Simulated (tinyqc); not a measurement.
Approximations to the ground state: Holstein polaron on two sites. Computed by tinyqc, a small Python program. Command: `OMP_NUM_THREADS=1 python tinyqc.py 3012244 3012245 out.jsonl holstein walk`. One thread of a shared host (Intel(R) Xeon(R) Processor @ 2.30GHz), about 0.01 s of CPU time with the checks.

One electron on sites 1 and 2: H = -t (c1+ c2 + c2+ c1) + hbar omega sum_i b_i+ b_i - g hbar omega sum_i n_i (b_i + b_i+). The symmetric phonon shifts the energy by -g^2 hbar omega/2 and drops out; with b = (b_1 - b_2)/sqrt(2) there remains H = -t sigma_x + hbar omega b+ b - (g hbar omega/sqrt(2)) sigma_z (b + b+). Parity splits it into blocks p = +1 and -1 over phonon numbers n. Zero-point energies are left out. Weights Z refer to mode b alone; the displaced symmetric mode multiplies the full zero-phonon weight by exp(-g^2/2).

Inputs (values chosen for the exercise, for a model dimer): hopping t = 11 meV; phonon energy hbar omega = 134 meV; coupling g = 0.246.

Method:
- Polaron binding energy E_p = g^2 hbar omega; ratio E_p/t (the adiabatic potential has two wells when it exceeds 1); adiabaticity hbar omega/t.
- Block p: H_nn = n hbar omega - p t (-1)^n - g^2 hbar omega/2, H_(n,n+1) = -(g hbar omega/sqrt(2)) sqrt(n + 1).
- Use 60 levels in both blocks; Z = c_0^2 is the weight of n = 0 in the ground state c; the splitting is the lowest odd level less the lowest even one, which without coupling is the smaller of 2t and hbar omega; <sigma_x> = sum (-1)^n c_n^2 measures the kinetic energy.
- Second order: E = -t - E_p/2 - (E_p/2) hbar omega/(hbar omega + 2t). Lang-Firsov: E = -E_p - t exp(-g^2). Variable displacement: E(x) = -E_p/2 - t exp(-g^2 x^2) - (E_p/2)(2x - x^2), minimised over 0 <= x <= 1. Adiabatic, classical lattice: E = -E_p/2 - t for E_p < t, else -E_p - t^2/(2 E_p); it leaves out the change of zero-point energy.

E_p = 8.109144 meV

E_p/t = 0.737195

ground-state energy = -18.5500 meV

hbar omega/t = 12.1818

splitting/(2t) = 0.939891

Ground-state energy (meV):

| method | E | E - exact |
|---|---|---|
| second order in g | -18.537 | 0.0126 |
| Lang-Firsov | -18.463 | 0.0868 |
| variable displacement | -18.548 | 0.0017 |
| adiabatic, classical | -15.055 | 3.4954 |

best displacement x = 0.86436

What does the comparison show, and why?

Closest here is variable displacement (0.00 meV), furthest adiabatic, classical (+3.50 meV), at hbar omega/t = 12.18 and E_p/t = 0.74. Lang-Firsov and variable displacement are variational and lie above the exact value. The Lang-Firsov narrowing exp(-g^2) = 0.941 compares with the exact splitting ratio 0.94.

Extremes, crossings and ranges named in words are read from the listed rows.
